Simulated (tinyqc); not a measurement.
Valence-band offset from core levels (Kraut method), with the dipole against the affinity rule: one step of the calculation.

Binding energies are counted downwards from the Fermi level. dEv > 0 means that the valence edge of B lies below that of A, dEc > 0 that the conduction edge of B lies above that of A; dEc + dEv = EgB - EgA. The spectra are made-up values treated as data.

Question. Offsets. dEv = (iB - iA) - (cB - vB) + (cA - vA), dEc = EgB - EgA - dEv.

Inputs (values chosen for the exercise); gaps and affinities close to those of silicon (A) and silicon dioxide (B): gap of the substrate A EgA = 1.12 eV; gap of the overlayer B EgB = 8.92 eV; core level of bare A cA = 20.8 eV; core level of thick B cB = 85.22 eV; valence-band maximum of thick B vB = 4.24 eV; core level of A under a thin film of B iA = 21.14 eV; core level of B in that thin film iB = 86.7 eV.

vA = 0.88438596 eV

Find: cA - vA; cB - vB; iB - iA; dEv; dEc.

Answer.

cA - vA = 19.916 eV
cB - vB = 80.980 eV
iB - iA = 65.560 eV
dEv = 4.4956 eV
dEc = 3.3044 eV

The alignment is type I (straddling). Both offsets exceed 1 eV, the usual requirement for a gate dielectric. A rigid shift of all levels, by charging or doping, cancels in the differences.

Computed by the program tinyqc: `OMP_NUM_THREADS=1 python tinyqc.py 2410111 2410112 out.jsonl`, one thread of a shared Intel Xeon 2.30GHz, about 0.01 s for the whole run.
